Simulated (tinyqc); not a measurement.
# Long-channel MOSFET, surface-potential model: effect of the temperature

n-channel transistor on a uniformly doped p-type body, gradual-channel approximation, constant mobility, Boltzmann statistics, full ionisation. Potentials are counted from the neutral body; V is the electron quasi-Fermi potential, Vsb at the source and Vsb + Vds at the drain. Charges are magnitudes per area.

Nc and Nv are given at 293 K and scale as (T/293 K)^1.5; Eg, Vfb and mu are held fixed. ni = sqrt(Nc Nv) exp(-Eg/(2 Vt)), Eg in volts; phiF = Vt ln(Na/ni); Cox = eps0 eox/tox; gamma = sqrt(2 q eps0 eps_r Na)/Cox. The surface potential psi at channel potential V solves Vgs + Vsb - Vfb - psi = gamma sqrt(G), G = psi - Vt + Vt exp((psi - 2 phiF - V)/Vt). Charge sheet: Qi = Cox gamma [sqrt(G) - sqrt(psi - Vt)]; I = mu (W/L) [integral of Qi dpsi from psi_0 to psi_L (drift) + Vt (Qi0 - QiL) (diffusion)], with psi_0 at V = Vsb and psi_L at V = Vsb + Vds. VT = Vfb + 2 phiF + gamma sqrt(2 phiF + Vsb), m = 1 + gamma/(2 sqrt(2 phiF + Vsb)). The swing is 20 mV/log10[I(VT - 0.14 V)/I(VT - 0.16 V)] of the charge-sheet current at the given Vds.

Inputs (values chosen for the exercise); material values close to those of silicon:
```
symbol    value        unit                                                         meaning
Eg          1.1          eV                                                        band gap
eps_r      11.5                                  relative permittivity of the semiconductor
Nc      2.65e19       cm^-3  conduction-band density of states at the reference temperature
Nv      2.55e19       cm^-3     valence-band density of states at the reference temperature
Na       1.3e17       cm^-3                                    acceptor density of the body
eox         7.8                                 relative permittivity of the gate insulator
tox           6          nm                                             insulator thickness
Vfb       -0.54           V                                               flat-band voltage
mu          250  cm^2/(V s)                                                channel mobility
W             5          um                                                      gate width
L             2          um                                                     gate length
Vsb           1           V                                        source-body reverse bias
Vgs        0.43           V                                             gate-source voltage
Vds           2           V                                            drain-source voltage
```

Constants: q = 1.602176634e-19 C, kB = 1.380649e-23 J/K, Vt = kB T/q, eps0 = 8.8541878128e-14 F/cm where lengths are in cm. Results are converted to the units shown.

The same in every row: gamma (V^0.5) = 0.1789.

Effect of the temperature:
```
T (K)  VT (V)      m  swing (mV/decade)  I at Vgs, Vds (uA)
220    0.6230  1.065              46.85            1.340e-6
250    0.5874  1.065              53.32            2.571e-5
280    0.5508  1.066              59.82            2.793e-4
310    0.5133  1.066              66.35            0.002012
340    0.4749  1.067              72.91             0.01062
370    0.4358  1.068              79.51             0.04363
400    0.3960  1.069              86.14              0.1442
```

As T goes from 220 to 400 K, VT falls from 0.623 to 0.396 V, the swing rises from 46.9 to 86.1 mV a decade and the current rises from 1.34e-6 to 0.144 uA. The swing is 0.81 % above m Vt ln 10 in the first row and 1.6 % above it in the last. The gate voltage is below VT in 6 of the 7 rows. In every row the mobility is held fixed, though a real channel mobility changes with T and would alter the trend of the current.

Program tinyqc, `OMP_NUM_THREADS=1 python tinyqc.py 2360102 2360103 out.jsonl`; Intel Xeon 2.30GHz, shared host, one thread, about 0.06 s.
